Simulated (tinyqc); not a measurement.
On-chip interconnect, size-dependent resistivity and RC delay: one step of the calculation.

A rectangular line between two neighbours and two ground planes. Surface and grain-boundary scattering are added to the bulk resistivity as corrections; capacitances are parallel-plate values without fringing; inductance is ignored.

Problem. Node voltages after a time step. A 1 V step is applied behind Rd at t = 0. C dv/dt = -G v + b, with G the conductance matrix of the ladder (1/Rs between neighbours, 1/Rd added at node 0) and b = (1 V/Rd, 0, ...). Trapezoidal step: (C/dt + G/2) v(new) = (C/dt - G/2) v + b.

Inputs (values chosen for the exercise): driver resistance Rd = 11000 ohm; time step dt = 8.1 ps.

Rs = 1843.4982 ohm

| node | C (fF) | v at t = 1 dt (V) |
|---|---|---|
| 0 | 0.17628688 | 0.58736067 |
| 1 | 0.35257376 | 0.39774703 |
| 2 | 0.35257376 | 0.27196629 |
| 3 | 0.35257376 | 0.18983240 |
| 4 | 0.35257376 | 0.13816398 |
| 5 | 0.59628688 | 0.10866897 |

Give: v at t = 2 dt.

Solution.

| node | v at t = 2 dt (V) |
|---|---|
| 0 | 0.4594 |
| 1 | 0.4790 |
| 2 | 0.4478 |
| 3 | 0.4012 |
| 4 | 0.3581 |
| 5 | 0.3280 |

Range of the model: The metal width is under the mean free path, where the thick-limit surface term and the simple sum of corrections lose accuracy.

Computed by the program tinyqc: `OMP_NUM_THREADS=1 python tinyqc.py 2100126 2100127 out.jsonl`, one thread of a shared Intel Xeon 2.30GHz, about 0.01 s for the whole run.
